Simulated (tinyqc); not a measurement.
Double-gate transistor, scale length and short-channel effects: two steps of the calculation.

A body of thickness ts between two insulators of thickness ti and two tied gates. Below threshold the potential that source and drain add obeys Laplace's equation and vanishes on the gate. Its lowest mode decays along the channel as exp(-k y); k is the smallest positive root of the matching condition at the interface, and the scale length is Lambda = pi/k.

Parameters, values chosen for the exercise; permittivities: semiconductor made up, insulator close to that of zirconium oxide:

| symbol | value | unit | meaning |
|---|---|---|---|
| eps_r | 17.3 |  | relative permittivity of the semiconductor |
| ei | 23.8 |  | relative permittivity of the insulator |
| ti | 3.6 | nm | insulator thickness |
| ts | 8.9 | nm | body thickness |

Problem 1. Scan of the matching condition. f(k) = ei cos(k ti) cos(k ts/2) - eps_r sin(k ti) sin(k ts/2).

k, point 0 to 7 (1/nm): [0.03375, 0.0675, 0.10125, 0.135, 0.16875, 0.2025, 0.23625, 0.27]

Wanted: f(k).

Solution 1.

f(k), point 0 to 7: [23.04, 20.83, 17.33, 12.79, 7.55, 1.98, -3.49, -8.48]

The first change of sign lies between k = 0.2025 and 0.23625 1/nm.

Problem 2. Decay constant by Newton steps. f(k) = ei cos(k ti) cos(k ts/2) - eps_r sin(k ti) sin(k ts/2); f' by a central difference with +/- 1e-5 1/nm; k(new) = k - f/f'.

k at the start = 0.23625000 1/nm

Wanted: f; f'; k after iteration 1.

Solution 2.

f = -3.4941
f' = -157.00 nm
k after iteration 1 = 0.21399 1/nm

Numbers from tinyqc (`OMP_NUM_THREADS=1 python tinyqc.py 2420119 2420120 out.jsonl`; about 0.01 s on one thread of a shared Intel Xeon 2.30GHz).
